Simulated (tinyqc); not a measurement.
Jacobi rotations on a symmetric matrix, step by step. Computed by tinyqc, a small Python program that keeps every step. Settings: method = jacobi. Command: `OMP_NUM_THREADS=1 python tinyqc.py 22217 22218 out.jsonl` (the two numbers bound the seeds that draw the settings). One thread of a shared host (Intel(R) Xeon(R) Processor @ 2.60GHz), about 0.01 s of CPU time with the checks.

## Jacobi rotation 1

A, lower triangle:
```
,1,2,3,4
1,0.8800
2,0.6320,2.4890
3,-0.3940,0.4200,2.8890
4,-0.4700,-0.3970,0.1570,4.2970
```

Take the largest off-diagonal element A_pq; tan 2 theta = 2 A_pq / (A_qq - A_pp) with |theta| <= pi/4; A' = J^T A J with J_pp = J_qq = cos, J_pq = sin, J_qp = -sin.

p, q, theta (rad): 1.0000  2.0000  0.3329

A', lower triangle:
```
,1,2,3,4
1,0.6614
2,0.0000,2.7076
3,-0.5096,0.2682,2.8890
4,-0.3144,-0.5288,0.1570,4.2970
```

## Jacobi rotation 2

As before.

p, q, theta (rad): 2.0000  4.0000  -0.2936

A', lower triangle:
```
,1,2,3,4
1,0.6614
2,-0.0910,2.5477
3,-0.5096,0.3021,2.8890
4,-0.3010,0.0000,0.0727,4.4569
```

## Jacobi rotation 3

As before.

p, q, theta (rad): 1.0000  3.0000  -0.2146

A', lower triangle:
```
,1,2,3,4
1,0.5504
2,-0.0246,2.5477
3,0.0000,0.3146,3.0001
4,-0.2786,0.0000,0.1351,4.4569
```

## All rotations

The off-diagonal norm falls at every rotation.

Rotations:
```
step,p,q,theta,off-diagonal norm
1,1,2,0.3329,1.21e+00
2,2,4,-0.2936,9.54e-01
3,1,3,-0.2146,6.25e-01
4,2,3,0.4737,4.39e-01
5,1,4,-0.0708,1.94e-01
6,3,4,0.0908,9.26e-02
7,2,4,-0.0284,3.80e-02
8,1,2,-0.0141,8.58e-03
9,2,3,0.0071,3.73e-03
10,1,3,-0.0010,7.41e-04
11,1,4,1.26e-04,2.20e-04
12,3,4,-1.16e-04,2.74e-05
13,1,2,9.95e-06,8.43e-06
14,2,4,-2.83e-06,3.84e-08
15,1,3,7.46e-09,2.67e-08
16,2,3,-2.47e-08,8.07e-11
```

eigenvalues: 0.5302  2.3851  3.1504  4.4893
